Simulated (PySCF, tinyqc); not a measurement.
RHF in the sto-3g basis, for H3+, spin multiplicity 1, step by step. The lowest restricted solution is unstable here: a spin-polarised one lies 0.0004 hartree lower (PySCF). One step of it, computed by the program tinyqc.

Task: Orthogonalisation. S = U s U^T; symmetric (Loewdin) form X = U s^(-1/2) U^T, so that X^T S X = 1.

overlap S, order 1H 1s, 2H 1s, 3H 1s:
```
[[1.000000, 0.466381, 0.466381],
 [0.466381, 1.000000, 0.100265],
 [0.466381, 0.100265, 1.000000]]
```

Give: eigenvalues of S; X.

Result:

eigenvalues of S: [0.3887, 0.8997, 1.7116]

X, order 1H 1s, 2H 1s, 3H 1s:
```
[[1.2160, -0.2960, -0.2960],
 [-0.2960, 1.1033, 0.0491],
 [-0.2960, 0.0491, 1.1033]]
```
